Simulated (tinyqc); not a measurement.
# Subthreshold parameters from three currents

Problem. Far below threshold and for Vds well above Vt the virtual-source current tends to I = Cinv n Vt vx0 exp((Vgs - VT0 + dl Vds + al Vt)/(n Vt)) per width, with constant n; the three currents follow this limit. Find n, dl and VT0.

Inputs (values chosen for the exercise):
- T = 400 K (temperature)
- Cinv = 1.53 uF/cm^2 (inversion capacitance)
- vx0 = 3.78e7 cm/s (velocity at the virtual source)
- al = 3.5 (threshold shift (in units of Vt) from weak to strong inversion)

Constants: q = 1.602176634e-19 C, kB = 1.380649e-23 J/K, Vt = kB T/q. Results are converted to the units shown.

I at (Vgs, Vds) = (-0.2, 0.3), (-0.10, 0.3) and (-0.2, 0.9) V (nA/um): 125.40075  981.47179  256.60503

Solution. The first two currents differ in Vgs alone and give n; the first and third differ in Vds alone and give dl; the size of the first then gives VT0.

n = 1.410
dl = 0.05800 V/V
VT0 = 0.3130 V

Program tinyqc, `OMP_NUM_THREADS=1 python tinyqc.py 2380091 2380092 out.jsonl`; Intel Xeon 2.30GHz, shared host, one thread, about 0.01 s.
